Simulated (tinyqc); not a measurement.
Inside a calculation. Method: coupled-perturbed Hartree-Fock on RHF in the sto-6g basis, for H4, spin multiplicity 1. One step of it, computed by the program tinyqc.

Task: Coupled step 2. U_ai = -(mu_ai + sum_bj [4 (ai|bj) - (ab|ij) - (aj|bi)] U_bj) / (e_a - e_i); alpha = -4 sum U_ai mu_ai.

U after step 1:
```
           i1         i2
a3  -0.001957   1.958549
a4   0.503938  -0.000876
```

dipole integrals <a|z|i> (bohr):
```
           i1         i2
a3   0.001381  -1.461736
a4  -0.571615   0.000634
```

orbital energies (hartree): MO1 -0.569010, MO2 -0.464466, MO3 0.387516, MO4 0.682902

Two-electron integrals over orbitals (pq|rs), unique and non-zero (hartree):
```
(11|11) 0.438758    (21|11) -0.000707   (21|21) 0.202041    (22|11) 0.430333
(22|21) 0.000616    (22|22) 0.439092    (31|11) -0.042436   (31|21) -0.000192
(31|22) -0.002266   (31|31) 0.105877    (32|11) -0.000369   (32|21) 0.063863
(32|22) 0.000177    (32|31) 0.000259    (32|32) 0.101497    (33|11) 0.428023
(33|21) 0.000465    (33|22) 0.429137    (33|31) -0.010956   (33|32) 0.000121
(33|33) 0.445927    (41|11) 0.000204    (41|21) -0.018511   (41|22) -0.000026
(41|31) -0.000313   (41|32) 0.078603    (41|33) -8.19e-09   (41|41) 0.089667
(42|11) -0.051620   (42|21) -0.000164   (42|22) -0.015781   (42|31) 0.103730
(42|32) 0.000332    (42|33) -0.013374   (42|41) -0.000253   (42|42) 0.108633
(43|11) -0.000658   (43|21) 0.195476    (43|22) 0.000640    (43|31) -0.000169
(43|32) 0.065613    (43|33) 0.000512    (43|41) -0.016007   (43|42) -0.000160
(43|43) 0.207981    (44|11) 0.455946    (44|21) -0.000534   (44|22) 0.448230
(44|31) -0.046348   (44|32) -0.000340   (44|33) 0.459486    (44|41) 0.000193
(44|42) -0.056237   (44|43) -0.000535   (44|44) 0.496625
```

Give: U after step 2; polarisability.

Result:

U after step 2:
```
        i1      i2
a3  -0.002   1.993
a4   0.508  -0.001
```

polarisability = 12.816 bohr^3
